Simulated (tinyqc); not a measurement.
What moves the results: two-band massive Dirac model of the K valleys. A value that a table varies takes the place of the one given here.

Basis (conduction, valence): H = [[D/2, a t (tau kx - i ky)], [a t (tau kx + i ky), -D/2 + lam tau sz]], valley tau = +/-1, spin sz = +/-1. The gap of a spin and valley is G = D - lam tau sz. Berry curvature Omega = curl of i<u|grad u>; for the conduction band Omega_c = -tau 2 a^2 t^2 G/(G^2 + 4 a^2 t^2 k^2)^(3/2), and Omega_v = -Omega_c.

Constants: hbar^2/2m0 = 3.80998211 eV angstrom^2.

Inputs chosen for the exercise (near those used for monolayer WS2; not measured data): a = 3.199 angstrom (lattice constant); D = 1.75 eV (gap parameter); t = 1.33 eV (effective hopping); lam = 0.205 eV (half the valence spin splitting).

## Away from the valley

Flavour tau = +1, sz = +1. Parabolic transition energy G + 2 a^2 t^2 k^2/G; degree of circular polarisation eta = 2 cos(theta)/(1 + cos^2(theta)). The last column is the Berry flux of the conduction band inside |k|, over 2 pi: -(1 - cos(theta))/2, cos(theta) = G/(transition energy).

Along |k|:
```
|k| (1/angstrom)  transition (eV)  parabolic (eV)  Omega_c (angstrom^2)     eta  flux/2 pi
0.000                      1.5450          1.5450               -15.167  1.0000     0.0000
0.025                      1.5596          1.5596               -14.746  1.0000    -0.0047
0.050                      1.6025          1.6036               -13.592  0.9993    -0.0179
0.075                      1.6716          1.6768               -11.975  0.9969    -0.0379
0.100                      1.7638          1.7793               -10.193  0.9913    -0.0620
0.150                      2.0041          2.0722                -6.950  0.9671    -0.1145
0.200                      2.2986          2.4823                -4.606  0.9260    -0.1639
0.300                      2.9839          3.6540                -2.105  0.8166    -0.2411
```

The curvature halves at |k| = 0.139 1/angstrom, where 2 a t k = 0.766 G. At 0.3 the parabola is 670 meV too high, eta has fallen only to 0.817, and the flux has reached -0.241 of the -1/2 that a whole cone holds. The real bands leave this model beyond about 0.1 to 0.2 1/angstrom, where trigonal warping and other bands enter.

## Hole doping of the spin-split valence bands

The Fermi level lies E below the top of the valence band. kF for the upper and lower band of valley +1 from the two-band energy; each flavour holds kF^2/(4 pi) holes per area and both valleys count. Spin polarisation within one valley; Berry flux removed from valley +1, the sum of (1 - cos(theta_F))/2 with cos(theta_F) = G/sqrt(G^2 + 4 a^2 t^2 kF^2), in units of 2 pi.

Holes:
```
E (meV)  kF upper (1/angstrom)  kF lower  p (1e12/cm^2)  spin polarisation in a valley  flux/2 pi
51.2                    0.0672    0.0000           7.19                          1.000     0.0311
102.5                   0.0966    0.0000          14.85                          1.000     0.0586
205.0                   0.1408    0.0000          31.54                          1.000     0.1049
307.5                   0.1774    0.0000          50.08                          1.000     0.1424
389.5                   0.2040    0.0000          66.25                          1.000     0.1676
451.0                   0.2230    0.0672          86.34                          0.833     0.2044
615.0                   0.2709    0.1564         155.72                          0.500     0.3083
820.0                   0.3273    0.2314         255.76                          0.333     0.4052
```

Up to E = 2 lam = 410 meV, a density of 70.5e12/cm^2, only the upper band of this model is emptied and each valley is fully spin-polarised, oppositely in the two. Beyond it the polarisation falls, to 0.33 in the last row. The flux, times e^2/h, is in size the change of the Hall conductivity of one valley; the other valley cancels it in the charge current. Rows with kF above about 0.2 1/angstrom lie beyond the range of the model, and in real layers the valley at Gamma, close below in MoS2 and WS2, can take holes as well.

## What each parameter does

Flavour tau = sz = +1 at k = 0: gap G, mass c G/(a t)^2 with c = hbar^2/2m0, Omega_c, and the B - A splitting 2 lam. Each row changes one parameter from the base and keeps the others.

Results:
```
case                G (eV)  mass (m0)  Omega_c (angstrom^2)  B - A (eV)
base                1.5450     0.3252               -15.167      0.4100
a = 3.263 angstrom  1.5450     0.3125               -15.780      0.4100
D = 1.925 eV        1.7200     0.3620               -12.238      0.4100
t = 1.463 eV        1.5450     0.2687               -18.352      0.4100
lam = 0.3075 eV     1.4425     0.3036               -17.399      0.6150
```

The largest shifts from the base row, up to three for each result and ties (the steps differ in size, so this ranks the rows, not the parameters). G (eV): D +0.1750, lam -0.1025; unchanged at the printed digits by a and t. mass (m0): t -0.0564, D +0.0368, lam -0.0216. Omega_c (angstrom^2): t -3.185, D +2.929, lam -2.232. B - A (eV): lam +0.2050; unchanged at the printed digits by a, D and t. The mass goes as G/(a t)^2 and the curvature as (a t)^2/G^2, so their product is -2c/G.

Computed by tinyqc, a small Python program: `OMP_NUM_THREADS=1 python tinyqc.py 1452107 1452108 out.jsonl` (the numbers bound the seed that draws the inputs); one thread of a shared host (Intel(R) Xeon(R) Processor @ 2.30GHz), about 0.01 s for the whole set of steps.
